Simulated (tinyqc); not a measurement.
What moves the results: sp3s* tight binding. A value that a table varies takes the place of the one given here.

sp3s* tight binding, nearest neighbours only: anion (a) at 0, cation (c) at a/4 (1,1,1), orbitals s, px, py, pz, s* on each; k in units of 2 pi/a. With phases e_j = exp(i (pi/2) k.n_j) for n = (1,1,1), (1,-1,-1), (-1,1,-1), (-1,-1,1): g0 = (e1+e2+e3+e4)/4, g1 = (e1+e2-e3-e4)/4, g2 = (e1-e2+e3-e4)/4, g3 = (e1-e2-e3+e4)/4. The diagonal holds the levels Esa, Epa, Exa (s*) and Esc, Epc, Exc. Anion-cation block: <sa|sc> = Vss g0; <sa|xc> = Vsapc g1; <xa|sc> = -Vscpa g1; <xa|xc> = Vxx g0; <xa|yc> = <ya|xc> = Vxy g3, <xa|zc> = <za|xc> = Vxy g2, <ya|zc> = <za|yc> = Vxy g1; <s*a|xc> = Vxapc g1; <xa|s*c> = -Vpaxc g1; y and z take g2 and g3 in place of g1; s-s* and s*-s* vanish.

Inputs chosen for the exercise (near a published set for GaP, fitted to gaps, whose masses and valley positions are rough; the results hold for these values, not for the real material):
```
symbol  value   unit  meaning
Esa     -8.014  eV    s level of the anion
Epa     1.128   eV    p level of the anion
Esc     -2.189  eV    s level of the cation
Epc     4.148   eV    p level of the cation
Exa     8.516   eV    s* level of the anion
Exc     7.224   eV    s* level of the cation
Vss     -7.523  eV    s-s
Vxx     2.148   eV    px-px
Vxy     5.089   eV    px-py
Vsapc   4.219   eV    s anion, p cation
Vscpa   6.267   eV    s cation, p anion
Vxapc   4.718   eV    s* anion, p cation
Vpaxc   5.164   eV    p anion, s* cation
eta     2             scaling exponent
D001    0.91          ratio -ezz/exx
```

## What the s* orbital does

The s* couplings Vxapc and Vpaxc are scaled by f; f = 0 is the plain sp3 model. Gaps from the top of the valence band at Gamma; the Delta value is the minimum on (x,0,0), 0.5 <= x <= 1.

Gaps (eV):
```
f      Gamma   Delta       L  x of the minimum
0.00  2.9532  4.8016  3.6836             0.500
0.25  2.9532  4.6741  3.5614             0.500
0.50  2.9532  4.2691  3.2465             1.000
0.75  2.9532  3.3006  2.8317             1.000
0.90  2.9532  2.6931  2.5626             1.000
1.00  2.9532  2.2835  2.3792             1.000
1.10  2.9532  1.8723  2.1926             1.000
```

How do the results move?

The gap at Gamma stays, since g1 to g3 vanish there. From f = 0 to 1 the s* levels lower the Delta value by 2.518 eV and L by 1.304 eV. For f = 0 and 0.25 the least value lies at x = 0.5, the end of the range: any valley further out lies above that value until s* has lowered it enough. The lowest of the three is Gamma at f = 0 and the Delta line at f = 1.

## Hydrostatic strain (sp3s* tight binding, strained)

Strain e moves each bond vector to d = (1 + e) d0 (no internal displacement for the diagonal strains used here) and k is given in fractions of the strained reciprocal cell, so the phases stay. Two-centre values Vss_sigma = Vss/4, Vsp_sigma = sqrt3 V/4 for each s-p and s*-p pair, Vpp_sigma = (Vxx + 2 Vxy)/4, Vpp_pi = (Vxx - Vxy)/4 are scaled by (d0/d)^eta and combined with the new direction cosines; the levels on the diagonal stay.

exx = eyy = ezz = e. Gaps as measured from the top of the valence band; the deformation potentials are (gap(0.01) - gap(-0.01))/0.06.

Gaps (eV):
```
e       Gamma   Delta       L  x of the minimum
-0.03  3.5071  2.2637  2.6156             1.000
-0.02  3.3162  2.2698  2.5351             1.000
-0.01  3.1317  2.2764  2.4562             1.000
0.00   2.9532  2.2835  2.3792             1.000
0.01   2.7807  2.2911  2.3040             1.000
0.02   2.6138  2.2991  2.2309             1.000
0.03   2.4522  2.3074  2.1597             1.000
```

gap deformation potentials (eV): Gamma -5.850, Delta 0.245, L -2.536

What can be read from the table?

Per unit of volume strain the gaps move by -5.85 (Gamma), +0.25 (Delta) and -2.54 eV (L). The lowest valley changes from the Delta line to L between e = 0.01 and 0.02. These potentials follow from the one exponent eta, which fitted models replace by one for each integral; with it the sizes are rough, the sign for Delta can be wrong (in Si, Ge and the III-V crystals measured values are small and positive), and the pressures at which valleys cross, and which valley takes over, are rough too. A gap of zero, where one is listed, marks an s level that has sunk below the valence top.

## Biaxial strain splits the top of the valence band (sp3s* tight binding, strained)

No spin-orbit coupling; k = 0; exx = eyy = e, ezz = -D001 e. The four bonds keep equal lengths, and the sums over them give Vxx(e) for px and py and Vzz(e) for pz; each level is the lower root of [[Epa, V], [V, Epc]], and the s level the upper root of the s block. The shear potential b follows from E(x,y) - E(z) = 3 b (exx - ezz), taken as the slope between e = -0.005 and 0.005.

Couplings and levels at Gamma (eV):
```
e           ezz  Vxx(e)  Vzz(e)   E(x,y)     E(z)  E(x,y) - E(z) (meV)  upper s level
-0.020   0.0182  2.0456  2.4453   0.0954  -0.2360                331.4         3.0664
-0.010   0.0091  2.0978  2.2949   0.0533  -0.1092                162.4         3.0163
-0.005   0.0046  2.1232  2.2210   0.0326  -0.0477                 80.4         2.9910
0.005   -0.0046  2.1723  2.0758  -0.0076   0.0711                -78.7         2.9400
0.010   -0.0091  2.1962  2.0045  -0.0272   0.1284               -155.6         2.9144
0.020   -0.0182  2.2424  1.8646  -0.0654   0.2387               -304.1         2.8626
```

b = -2.775 eV

How do the results move?

Under tension in the plane (e > 0) the bonds tilt towards the plane, Vxx grows to 2.1962 and Vzz falls to 2.0045 eV at e = 0.01, and the pz state forms the top of the valence band, by 155.6 meV; under compression (e = -0.01) the px, py pair does, by 162.4 meV. The slope gives b = -2.78 eV, a rough value, since on-site strain terms are left out (measured values lie near -2 eV).

## What each parameter does

Gaps from the top of the valence band at Gamma; Delta is the minimum on (x,0,0), 0.5 <= x <= 1. Each row changes one parameter from the base and keeps the others.

Results:
```
case             Ev (eV)  gap Gamma (eV)  gap Delta (eV)  gap L (eV)
base              0.0124          2.9532          2.2835      2.3792
Exa = 8.816 eV    0.0124          2.9532          2.3805      2.4109
Esa = -8.214 eV   0.0124          2.8899          2.2646      2.3481
Exc = 7.024 eV    0.0124          2.9532          2.2835      2.3688
Epc = 3.848 eV   -0.0543          3.0199          2.1768      2.3668
Vxy = 5.389 eV    0.0124          2.9532          2.2835      2.3077
Esc = -1.989 eV   0.0124          3.0899          2.2835      2.4532
```

What does this show?

The largest shifts from the base row, up to three for each result and ties (the steps differ in size, so this ranks the rows, not the parameters). Ev (eV): Epc -0.0667; unchanged at the printed digits by Exa, Esa, Exc, Vxy and Esc. gap Gamma (eV): Esc +0.1366, Epc +0.0667, Esa -0.0634; unchanged at the printed digits by Exa, Exc and Vxy. gap Delta (eV): Epc -0.1067, Exa +0.0970, Esa -0.0189; unchanged at the printed digits by Exc, Vxy and Esc. gap L (eV): Esc +0.0740, Vxy -0.0715, Exa +0.0317. Exa, Exc and Vxy cannot move Ev or the gap at Gamma, whose blocks do not hold them; s parameters never move Ev, and move the gap only where the lowest empty level at Gamma is s-like.

Program tinyqc; command `OMP_NUM_THREADS=1 python tinyqc.py 1452823 1452824 out.jsonl`; about 0.1 s on one thread of a shared Intel(R) Xeon(R) Processor @ 2.30GHz.
